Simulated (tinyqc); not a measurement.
Square on-chip spiral inductor, lumped pi model: two steps of the calculation.

Outer diameter do = di + 2 n wd + 2 (n - 1) sp, mean da = (do + di)/2, fill p = (do - di)/(do + di), length l = 4 n da. L = 2.34 mu0 n^2 da/(1 + 2.75 p), mu0 = 4 pi 1e-7 H/m. Rs = rho l/(wd delta (1 - exp(-th/delta))), delta = sqrt(rho/(pi f mu0)). Cs = n wd^2 eps0 eo/hu across the coil. At each end Cox = l wd eps0 eo/(2 ho) leads to the substrate branch Rsi = 2 rs he/(l wd) in parallel with Csi = l wd eps0 11.7/(2 he). With one end grounded Y = 1/(Rs + i w L) + i w Cs + 1/[1/(i w Cox) + 1/(1/Rsi + i w Csi)], w = 2 pi f; Q = -Im Y/Re Y. Eddy currents in neighbouring turns and in the substrate are left out.

Inputs (values chosen for the exercise); values of the order met in silicon radio-frequency processes:
```
symbol  value     unit                                     meaning
n         1.5                                      number of turns
wd          8       um                                  line width
sp          2       um                         space between turns
di        140       um                              inner diameter
th          4       um                             metal thickness
rho       2.2  uohm cm                           metal resistivity
ho        3.8       um                        oxide below the coil
hu          1       um            oxide between coil and underpass
eo        3.9                   relative permittivity of the oxide
rs          1   ohm cm                       substrate resistivity
he         30       um  effective spreading depth in the substrate
f          10      GHz                                   frequency
```

Constants: eps0 = 8.8541878128e-12 F/m. Results are converted to the units shown.

Question 1. Geometry and model elements. do, l, L, delta, Rs, Cs, Cox, Rsi and Csi as defined.

Wanted: do; l; L; delta; Rs; Cs; Cox; Rsi; Csi.

Answer 1.

do = 166.00 um
l = 918.00 um
L = 0.82055 nH
delta = 0.74650 um
Rs = 3.3978 ohm
Cs = 3.3150 fF
Cox = 33.368 fF
Rsi = 81.699 ohm
Csi = 12.680 fF

Question 2. Admittance, quality factor and apparent inductance. Series branch 1/(Rs + i w L), substrate branch, total Y, Q = -Im Y/Re Y, apparent inductance Im(1/Y)/w, metal-only value w L/Rs, share of the loss in the substrate Re(substrate branch)/Re Y.

L = 0.82054828 nH
Rs = 3.3977682 ohm
Cs = 3.3150079 fF
Cox = 33.368172 fF
Rsi = 81.699346 ohm
Csi = 12.679905 fF

Give: series branch; substrate branch; Y; Q; apparent inductance; w L/Rs; share of the loss in the substrate.

Answer 2.

series branch = 1.27-19.31i mS
substrate branch = 0.340+2.016i mS
Y = 1.61-17.09i mS
Q = 10.59
apparent inductance = 0.9232 nH
w L/Rs = 15.17
share of the loss in the substrate = 21.09 %

Q is 69.8 % of the metal-only value.

Program tinyqc, `OMP_NUM_THREADS=1 python tinyqc.py 2302180 2302181 out.jsonl`; Intel Xeon 2.30GHz, shared host, one thread, about 0.01 s.
